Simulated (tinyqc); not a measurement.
Segment and feed resistance from two drops.

Question. A rail is fed at one end through Rq; K loads of Ij follow, each after a segment Rs. The drop at load j is K Ij Rq + Rs Ij sum_(l=1..j) (K - l + 1). Find Rs, Rq and the worst drop, at the middle, if the rail were fed through Rq at both ends: K Ij Rq/2 + Rs Ij K^2/8 with the load taken as continuous.

Inputs (values chosen for the exercise):
- K = 22 (number of equal loads)
- Ij = 0.37 mA (current of each load)

drops at the first and at the last load (mV): [9.1168000, 92.022700]

Answer. The difference of the two drops is Rs Ij K (K - 1)/2, which gives Rs; the first drop then gives Rq.

Rs = 0.9700 ohm
Rq = 0.1500 ohm
drop at the middle with two feeds = 22.32 mV

Program tinyqc, `OMP_NUM_THREADS=1 python tinyqc.py 2770106 2770107 out.jsonl`; Intel Xeon 2.30GHz, shared host, one thread, about 0.2 s.
